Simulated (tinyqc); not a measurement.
Inside a calculation. Model: resistance of a source-drain extension with a graded tip.

tinyqc, about 0.03 s, one thread, Intel Xeon 2.30GHz (shared host): `OMP_NUM_THREADS=1 python tinyqc.py 2282077 2282078 out.jsonl` Printed values are rounded.

y runs along the channel, the gate covers y > 0. The doping is N0 for y < y0 and N0 10^(-(y - y0)/la) beyond, uniform over the depth xj. Sheet conductance s(y) = q mu(N) max(N - Nch, 0) xj + (for y > 0) ma Cox Vo, with mu(N) = u0 + (u1 - u0)/(1 + (N/Nr)^au) and Cox = eps0 eox/tox. Current is taken as one-dimensional; depletion of the tip, spreading and the contact are left out. The metallurgical junction lies at yj, where N = Nch.

Inputs (values chosen for the exercise); mobility law close to that of electrons in silicon:
```
symbol,value,unit,meaning
eox,3.9,,relative permittivity of the gate insulator (close to silicon dioxide)
tox,2.8,nm,insulator thickness
N0,1.9e20,cm^-3,active doping of the extension far from the gate
la,1.9,nm/decade,lateral abruptness
y0,4.4,nm,position under the gate where the fall begins (gate edge at 0)
xj,10,nm,depth of the extension
Nch,3.4e17,cm^-3,channel doping
Vo,0.61,V,gate overdrive
ma,80,cm^2/(V s),mobility of the gate-induced layer
u1,1414,cm^2/(V s),mobility at low doping
u0,68.5,cm^2/(V s),mobility at high doping
Nr,9.2e16,cm^-3,reference doping
au,0.711,,exponent
Lg,50,nm,gate length
```

Constants: q = 1.602176634e-19 C, eps0 = 8.8541878128e-14 F/cm where lengths are in cm. Results are converted to the units shown.

## Sheet resistances and junction position

yj = y0 + la log10(N0/Nch); sheet resistance of the full extension 1/[q mu(N0)(N0 - Nch) xj] and of the gate-induced layer 1/(ma Cox Vo); metallurgical length Lg - 2 yj; ye is where the doped and the gate-induced conductances are equal.

yj = 9.61982 nm
sheet resistance of the extension = 442.390 ohm/square
sheet resistance of the induced layer = 16615.9 ohm/square
metallurgical length = 30.7604 nm
ye = 8.04649 nm
N at ye = 2.28850e18 cm^-3

The gate takes over 1.57 nm before the junction, where N is still 6.73 times the channel doping.

## Resistance of the overlapped part

Midpoint rule on 10 equal steps from 0 to yj: R_ov = sum h/s(y), per width.

| point | y (nm) | N (cm^-3) | doped conductance (uS) | sheet resistance (ohm/square) |
|---|---|---|---|---|
| 0 | 0.480991 | 1.9e20 | 2260.45 | 430.917 |
| 1 | 1.44297 | 1.9e20 | 2260.45 | 430.917 |
| 2 | 2.40496 | 1.9e20 | 2260.45 | 430.917 |
| 3 | 3.36694 | 1.9e20 | 2260.45 | 430.917 |
| 4 | 4.32892 | 1.9e20 | 2260.45 | 430.917 |
| 5 | 5.29090 | 6.45443e19 | 834.506 | 1117.71 |
| 6 | 6.25288 | 2.01165e19 | 307.586 | 2719.09 |
| 7 | 7.21487 | 6.26967e18 | 125.607 | 5382.40 |
| 8 | 8.17685 | 1.95406e18 | 53.2837 | 8813.15 |
| 9 | 9.13883 | 6.09021e17 | 14.9502 | 13309.7 |

R_ov = 32.223 ohm um

The exact integral is 32.549 ohm um; the coarse sum is 1.0 % below it.
